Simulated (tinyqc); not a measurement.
CISD on RHF in the sto-3g basis, for H2, spin multiplicity 1, step by step. Computed by tinyqc, a small Python program that keeps every step (integrals from PySCF). Settings: charge = 0, multiplicity = 1, basis = sto-3g, method = RHF, energy threshold = 1e-10, iteration cap = 81, orthogonalisation = symmetric, start = core, DIIS depth = 6, ci = CISD. Command: `OMP_NUM_THREADS=1 python tinyqc.py 25917 25918 out.jsonl` (the two numbers bound the seeds that draw the settings). One thread of a shared host (Intel(R) Xeon(R) Processor @ 2.60GHz), about 0.06 s of CPU time with the checks. The early iterations of the SCF are left out here.

## One-electron integrals

Geometry (angstrom):
```
atom       x       y       z
H     0.0000  0.0000  0.0000
H     0.0000  0.0000  0.6610
```

Basis sto-3g: exponents (1/bohr^2) and contraction coefficients of normalised primitives:
```
element  l (shell)  exponent  coefficient
H            s (1)    3.4253       0.1543
H            s (1)    0.6239       0.5353
H            s (1)    0.1689       0.4446
```

Overlap, kinetic and nuclear-attraction integrals over the contracted functions; the nuclear repulsion is the sum of Za Zb / Rab.

nuclear repulsion = 0.800571 hartree

overlap S, order 1H 1s, 2H 1s:
$$\begin{pmatrix}
1.0000 & 0.7117 \\
0.7117 & 1.0000
\end{pmatrix}$$

kinetic energy T (hartree), order 1H 1s, 2H 1s:
$$\begin{pmatrix}
0.7600 & 0.2869 \\
0.2869 & 0.7600
\end{pmatrix}$$

nuclear attraction V (hartree), order 1H 1s, 2H 1s:
$$\begin{pmatrix}
-1.9351 & -1.3411 \\
-1.3411 & -1.9351
\end{pmatrix}$$

core Hamiltonian H = T + V (hartree), order 1H 1s, 2H 1s:
$$\begin{pmatrix}
-1.1751 & -1.0543 \\
-1.0543 & -1.1751
\end{pmatrix}$$

## Two-electron integrals

Functions are numbered as in S; the eight-fold symmetry (ij|kl) = (ji|kl) = (kl|ij) leaves the list below.

Two-electron integrals (ij|kl) in chemists' order, unique and non-zero (hartree):
```
(11|11) 0.7746   (21|11) 0.4904   (21|21) 0.3528   (22|11) 0.6000
(22|21) 0.4904   (22|22) 0.7746
```

## Orthogonalisation

S = U s U^T; symmetric (Loewdin) form X = U s^(-1/2) U^T, so that X^T S X = 1.

eigenvalues of S: [0.2883, 1.7117]

X, order 1H 1s, 2H 1s:
$$\begin{pmatrix}
1.3133 & -0.5490 \\
-0.5490 & 1.3133
\end{pmatrix}$$

## Iteration 2 (converged): orbitals

converged F (hartree), order 1H 1s, 2H 1s:
$$\begin{pmatrix}
-0.4148 & -0.6338 \\
-0.6338 & -0.4148
\end{pmatrix}$$

Diagonalise F' = X^T F X, C = X C', fill 1 alpha and 1 beta electrons from the bottom; D = 2 C_occ C_occ^T. Each column has its largest component positive (the first on a tie).

F' = X^T F X (hartree):
$$\begin{pmatrix}
0.0735 & -0.6861 \\
-0.6861 & 0.0735
\end{pmatrix}$$

orbital energies (hartree): MO1 -0.6126, MO2 0.7596

coefficients C, order 1H 1s, 2H 1s:
$$\begin{pmatrix}
0.5405 & 1.3168 \\
0.5405 & -1.3168
\end{pmatrix}$$

D after iteration 2, order 1H 1s, 2H 1s:
$$\begin{pmatrix}
0.5842 & 0.5842 \\
0.5842 & 0.5842
\end{pmatrix}$$

## Convergence

Stop when the energy changes by less than 1e-10 hartree and every element of the error matrix X^T (F D S - S D F) X is below 3e-06.

Course of the cycle:
```
iteration  E (hartree)  change  largest element of the error matrix
1            -1.114521       -                             3.16e-16
2            -1.114521  0.0000                             3.16e-16
```

PySCF RHF in the same basis = -1.114521 hartree

Converged in 2 iterations.

## Integrals over molecular orbitals

(pq|rs) = sum C_ip C_jq C_kr C_ls (ij|kl), one index at a time.

one-electron integrals over orbitals h = C^T H C (hartree):
$$\begin{pmatrix}
-1.3025 & 0.0000 \\
0.0000 & -0.4189
\end{pmatrix}$$

Two-electron integrals over orbitals (pq|rs), unique and non-zero (hartree):
```
(11|11) 0.6898   (21|21) 0.1769   (22|11) 0.6777   (22|22) 0.7125
```

## CISD: determinants and Hamiltonian

Hartree-Fock energy = -1.114521 hartree

Slater-Condon rules over spin orbitals, with the nuclear repulsion added and E(HF) subtracted on the diagonal. Only determinants linked to the reference directly or through others are kept (one block of an abelian symmetry group), so some states are absent.

Occupation strings over the orbitals (2 doubly, a alpha, b beta, 0 empty; spin orbitals ordered 1a 1b 2a 2b ...): 20 02

H - E(HF) between determinants (hartree), order 20, 02:
$$\begin{pmatrix}
0.0000 & 0.1769 \\
0.1769 & 1.7898
\end{pmatrix}$$

## CISD: roots

Diagonalise (each vector has its largest component positive (the first on a tie)); all determinants have Ms = 0, so triplets appear too. The lowest singlet root is the correlation energy.

lowest roots of this matrix, relative to E(HF) (hartree): [-0.0173, 1.8071]

lowest vectors, order 20, 02:
$$\begin{pmatrix}
0.9952 & 0.0974 \\
-0.0974 & 0.9952
\end{pmatrix}$$

<S^2> of these roots: [0.0000, 0.0000]

weight of the ground state by excitation level 0, 1, 2, ...: [0.9905, 0.0000, 0.0095]

With one virtual orbital singles and doubles already span the full space.
